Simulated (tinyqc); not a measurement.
What each input does: carrier statistics of a doped semiconductor with parabolic bands.

Eg(T) = Eg0 - al T^2/(T + be); m_de = Mv^(2/3) (ml mt^2)^(1/3); m_dh = (mhh^(3/2) + mlh^(3/2))^(2/3); Nc and Nv from N = 2 (m kB T/(4 pi c))^(3/2) with c = hbar^2/2m0, in 1/angstrom^3; times 1e24 for 1/cm^3.

Energies are counted from Ev, so Ec = Eg. n = Nc F_1/2((EF - Eg)/kT), p = Nv F_1/2(-EF/kT), ND+ = ND/(1 + 2 exp((EF - Eg + ED)/kT)), NA- = NA/(1 + 4 exp((EA - EF)/kT)); neutrality asks p + ND+ = n + NA-. F_j(eta) = (1/Gamma(j + 1)) integral_0^infinity x^j dx/(1 + exp(x - eta)), which tends to exp(eta) for eta << 0.

Constants: hbar^2/2m0 = 3.80998211 eV angstrom^2; kB = 8.617333262e-05 eV/K.

Parameters, chosen for this exercise (near those of GaAs; not measured data):
- Eg0 = 1.498 eV (gap at 0 K)
- al = 0.000529 eV/K (Varshni alpha)
- be = 207 K (Varshni beta)
- ml = 0.0707 m0 (longitudinal electron mass)
- mt = 0.0707 m0 (transverse electron mass)
- Mv = 1 (equivalent valleys)
- mhh = 0.505 m0 (heavy-hole mass)
- mlh = 0.0814 m0 (light-hole mass)
- ND = 8.1e+15 1/cm^3 (donors)
- NA = 1.6e+12 1/cm^3 (acceptors)
- ED = 0.00589 eV (donor level below Ec)
- EA = 0.0258 eV (acceptor level above Ev)
- T = 475 K

Neutrality solved anew for each case.

One parameter was then changed.

Results before and after:
```
case,EF (eV),n (1/cm^3),p (1/cm^3)
base,1.1277,7.94e+15,2.07e+07
changed,1.1555,1.56e+16,1.05e+07
```

Which of these changes was made? (a) NA = 2.08e+12 1/cm^3; (b) ND = 1.62e+16 1/cm^3; (c) mt = 0.0848 m0; (d) mhh = 0.606 m0; (e) ED = 0.0088 eV; (f) T = 515 K; (g) Eg0 = 1.548 eV.

Answer: (b) ND = 1.62e+16 1/cm^3. Of the candidates, run in turn, only this one gives the changed row.

All candidates:
```
case,EF (eV),n (1/cm^3),p (1/cm^3)
base,1.1277,7.94e+15,2.07e+07
T = 515 K,1.0867,7.96e+15,5.01e+08
ND = 1.62e+16 1/cm^3,1.1555,1.56e+16,1.05e+07
NA = 2.08e+12 1/cm^3,1.1277,7.94e+15,2.07e+07
Eg0 = 1.548 eV,1.1777,7.94e+15,6.10e+06
mt = 0.0848 m0,1.1204,7.97e+15,2.48e+07
mhh = 0.606 m0,1.1277,7.94e+15,2.68e+07
ED = 0.0088 eV,1.1277,7.93e+15,2.07e+07
```

Program tinyqc; command `OMP_NUM_THREADS=1 python tinyqc.py 1652406 1652407 out.jsonl`; about 0.01 s on one thread of a shared Intel(R) Xeon(R) Processor @ 2.30GHz.
